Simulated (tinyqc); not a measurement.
Inside a calculation. Model: molecular dynamics of a small cluster by velocity Verlet steps. Computed by tinyqc, a small Python program that keeps every step. Command: `OMP_NUM_THREADS=1 python tinyqc.py 3006392 3006393 out.jsonl verlet walk`. One thread of a shared host (Intel(R) Xeon(R) Processor @ 2.30GHz), about 0.1 s of CPU time with the checks. Intermediate numbers are printed to about 6 digits and carried at full precision; extremes and crossings named in words are read from the listed rows.

E = sum_i {sum_j A exp(-p (r_ij/r0 - 1)) - xi sqrt(rho_i)}, rho_i = sum_j exp(-2 q (r_ij/r0 - 1)); the force on i is -sum_j w_ij (R_i - R_j)/r_ij with w_ij = -(2p/r0) A exp(-p (r_ij/r0 - 1)) + (xi q/r0) exp(-2 q (r_ij/r0 - 1)) (rho_i^(-1/2) + rho_j^(-1/2)).

Inputs (values chosen for the exercise, for model atoms):
```
quantity               value      unit
length r0               2.84  angstrom
repulsion A             0.14        eV
hopping xi              1.82        eV
decay p                 11.2         -
decay q                 2.99         -
atomic mass M            172         u
time step dt             8.9        fs
steps                    200         -
target temperature T0    300         K
coupling time tau         50        fs
```

Potential: Gupta. Thermostat: Berendsen.

starting positions (angstrom):
```
            x      y      z
atom 1  -0.06      0   0.02
atom 2   2.64  -0.02  -0.05
atom 3   1.37   2.27  -0.04
```

starting velocities (angstrom/fs):
```
               x         y         z
atom 1  -0.00088    0.0012  -0.00021
atom 2    -9e-05  -0.00092  -0.00054
atom 3   0.00097  -0.00029   0.00075
```

Constants: 1 eV/(angstrom u) = 9.648533212e-03 angstrom/fs^2; k_B = 8.617333262e-05 eV/K.

## State at the start

Velocity Verlet: a = c F/M with c = 9.648533212e-3 angstrom/fs^2 per eV/(angstrom u); R(new) = R + v dt + a dt^2/2; v(new) = v + (a + a(new)) dt/2. Kinetic energy K = M v^2/(2c); temperature T = 2K/((3N - 3) k_B), rotation of the cluster included. After each step v is scaled by sqrt(1 + (dt/tau)(T0/T - 1)).

forces (eV/angstrom):
```
               x         y         z
atom 1   1.73233   0.92845  -0.05437
atom 2  -1.58206   0.80174   0.03307
atom 3  -0.15027  -1.73019   0.02130
```

potential energy = -7.59486 eV

kinetic energy = 0.0444959 eV

temperature = 172.118 K

## Step 1

The formulas are those given above.

positions after step 1 (angstrom):
```
               x         y         z
atom 1  -0.06398   0.01274   0.01801
atom 2   2.63568  -0.02641  -0.05473
atom 3   1.37830   2.26358  -0.03328
```

new forces (eV/angstrom):
```
               x         y         z
atom 1   1.70637   0.88542  -0.05096
atom 2  -1.54625   0.77712   0.03754
atom 3  -0.16013  -1.66254   0.01342
```

velocities after step 1 (angstrom/fs):
```
                  x            y            z
atom 1  -0.00002215   0.00169449  -0.00024225
atom 2  -0.00089288  -0.00053914  -0.00053555
atom 3   0.00091503  -0.00116560   0.00077781
```

total energy = -7.54758 eV

## Step 2

The formulas are those given above.

positions after step 2 (angstrom):
```
               x         y         z
atom 1  -0.06039   0.02979   0.01574
atom 2   2.62430  -0.02948  -0.05942
atom 3   1.38609   2.24951  -0.02633
```

new forces (eV/angstrom):
```
               x         y         z
atom 1   1.57197   0.77656  -0.04457
atom 2  -1.39956   0.66510   0.03874
atom 3  -0.17241  -1.44166   0.00584
```

velocities after step 2 (angstrom/fs):
```
                  x            y            z
atom 1   0.00077178   0.00204463  -0.00025793
atom 2  -0.00157827  -0.00017362  -0.00050066
atom 3   0.00080649  -0.00188094   0.00075859
```

total energy = -7.55579 eV

## Fastest vibration

Relax the cluster, diagonalise the Hessian (central differences): omega_max = sqrt(c lambda_max/M). Verlet steps are stable for omega_max dt < 2.

omega_max = 0.0427567 1/fs

shortest period = 146.952 fs

omega_max dt = 0.380535

The step is 1/16.5 of the shortest period.

## The trajectory

Spread = largest minus smallest value. The test of the step is the spread (largest minus smallest) of the total energy over the run without thermostat, against the spread of K; the step passes below 5 %. The mean T is over the second half.

Course of the run (evenly spaced rows):
```
step  t (fs)    U (eV)    K (eV)  U + K (eV)    T (K)
0        0.0  -7.59486  0.044496    -7.55036  172.118
14     124.6  -7.80765  0.106509    -7.70114  411.995
28     249.2  -7.81982  0.106191    -7.71363  410.764
42     373.8  -7.79424  0.070199    -7.72404  271.542
56     498.4  -7.84399  0.109842    -7.73414  424.889
70     623.0  -7.80841  0.080950    -7.72746  313.129
84     747.6  -7.79893  0.060029    -7.73890  232.203
98     872.2  -7.83537  0.084460    -7.75092  326.704
112    996.8  -7.83842  0.090644    -7.74777  350.628
126   1121.4  -7.82567  0.076651    -7.74902  296.498
140   1246.0  -7.84211  0.091092    -7.75101  352.358
154   1370.6  -7.83016  0.083340    -7.74682  322.372
168   1495.2  -7.81728  0.067534    -7.74975  261.231
182   1619.8  -7.83554  0.078633    -7.75691  304.166
196   1744.4  -7.84106  0.084922    -7.75614  328.492
```

spread of the total energy = 0.0101634 eV

spread of the total over spread of K = 0.0420645

mean temperature = 300.931 K

The total energy keeps within 4.2 % of the swings of K, so the step passes. With the thermostat the mean T is 301 K, against the target 300 K; the scaling adds or removes energy, so U + K is not conserved in the table.

## Energy conservation against the time step

Velocity Verlet: a = c F/M with c = 9.648533212e-3 angstrom/fs^2 per eV/(angstrom u); R(new) = R + v dt + a dt^2/2; v(new) = v + (a + a(new)) dt/2. Kinetic energy K = M v^2/(2c); temperature T = 2K/((3N - 3) k_B), rotation of the cluster included. Runs without thermostat over the same span of time, steps x dt; spread = largest minus smallest value. For contrast, the energy gained over the first 30 dt (dt of the inputs) by explicit Euler steps: R(new) = R + v dt, v(new) = v + a dt.

Energy error (eV):
```
dt (fs)  omega_max dt  Verlet, spread of U + K  Euler, gain in U + K
1.1125        0.04757              1.57666e-04           1.63154e-01
2.2250        0.09513              6.28172e-04           4.37203e-01
4.4500        0.19027              2.51822e-03           1.65876e+00
8.9000        0.38053              1.01634e-02           9.00336e+00
17.8000       0.76107              4.01577e-02           1.58178e+01
26.7000       1.14160              1.38695e-01           1.36836e+02
```

The Verlet error grows as dt^1.99 between the first rows, the second order of the method. Euler steps gain energy steadily: over that short span the gain in the first row is already 1000 times the Verlet spread of the whole run, and it grows as dt^1.42, tending to the first order of that method as dt shrinks. Caution: where the Euler gain approaches or exceeds the binding energy the cluster has blown apart.

Checks made by the program: time reversal over 50 steps (relative difference below 1e-10).
